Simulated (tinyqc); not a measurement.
# Charge centroid from charge and shift

Question. A sheet of N electrons in the storage layer of a charge-trap cell shifts the threshold by U = (q/eps0) N (tb/eb + xc tn/en). Find xc and the distance xc tn from the blocking layer.

Inputs (values chosen for the exercise): storage layer tn = 6.5 nm; its relative permittivity en = 7.5; blocking layer tb = 11.6 nm; its relative permittivity eb = 9.

Constants: q = 1.602176634e-19 C, eps0 = 8.8541878128e-14 F/cm where lengths are in cm. Results are converted to the units shown.

N = 6.8e12 cm^-2
U = 2.1404687 V

Solution. U eps0/(q N) is the electrical distance from the gate; subtract that of the blocking layer.

xc = 0.5200
distance = 3.380 nm

tinyqc, about 0.05 s, one thread, Intel Xeon 2.30GHz (shared host): `OMP_NUM_THREADS=1 python tinyqc.py 2130156 2130157 out.jsonl`
